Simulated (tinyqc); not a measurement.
Worked calculation: Luttinger-Kohn k.p, four valence bands. Computed by tinyqc, a small Python program that keeps every step. Settings: g1 = 14.29, g2 = 2.58, g3 = 4.15. Command: `OMP_NUM_THREADS=1 python tinyqc.py 22760 22761 out.jsonl` (the two numbers bound the seeds that draw the settings). One thread of a shared host (Intel(R) Xeon(R) Processor @ 2.60GHz), about 0.01 s of CPU time with the checks.

## Bloch Hamiltonian at k

Luttinger parameters chosen for this model; energies are counted downward from the top of the valence band:
```
parameter      value  unit
g1         14.290000
g2          2.580000
g3          4.150000
```

k point k (1/angstrom): 0.0250  -0.0280  -0.0150

P = c g1 k^2, Q = c g2 (kx^2 + ky^2 - 2 kz^2), R = c sqrt3 [-g2 (kx^2 - ky^2) + 2i g3 kx ky], S = 2 c sqrt3 g3 (kx - i ky) kz, c = hbar^2/2m = 3.809982 eV angstrom^2; rows [P+Q, -S, R, 0], [-S*, P-Q, 0, R], [R*, 0, P-Q, S], [0, R*, S*, P+Q]. The path ends lie at |k| = 0.07 1/angstrom.

H(k) at k (eV):
```
                 3/2             1/2             -1/2             -3/2
3/2           0.0984  0.0205+0.0230i   0.0027-0.0383i           0.0000
1/2   0.0205-0.0230i          0.0795           0.0000   0.0027-0.0383i
-1/2  0.0027+0.0383i          0.0000           0.0795  -0.0205-0.0230i
-3/2          0.0000  0.0027+0.0383i  -0.0205+0.0230i           0.0984
```

## Levels at k

Diagonalise the Hermitian matrix.

eigenvalues (eV): 0.0388  0.0388  0.1391  0.1391

## Bands along a path

The same steps at evenly spaced points between the labelled ones.

Bands along the path (eV):
```
k             band 1  band 2  band 3  band 4
[111]         0.1118  0.1118  0.4217  0.4217
[111]-G 0.25  0.0629  0.0629  0.2372  0.2372
[111]-G 0.50  0.0280  0.0280  0.1054  0.1054
[111]-G 0.75  0.0070  0.0070  0.0264  0.0264
G             0.0000  0.0000  0.0000  0.0000
G-[100] 0.25  0.0107  0.0107  0.0227  0.0227
G-[100] 0.50  0.0426  0.0426  0.0908  0.0908
G-[100] 0.75  0.0959  0.0959  0.2042  0.2042
[100]         0.1704  0.1704  0.3631  0.3631
```

## Hole masses

E = c [g1 k^2 -/+ 2 sqrt(g2^2 k^4 + 3 (g3^2 - g2^2)(kx^2 ky^2 + ky^2 kz^2 + kz^2 kx^2))] with c = hbar^2/2m, and m* = hbar^2 k^2 / (2 E).

Masses (electron masses):
```
direction   heavy   light
[100]      0.1095  0.0514
[110]      0.1503  0.0456
[111]      0.1669  0.0443
```
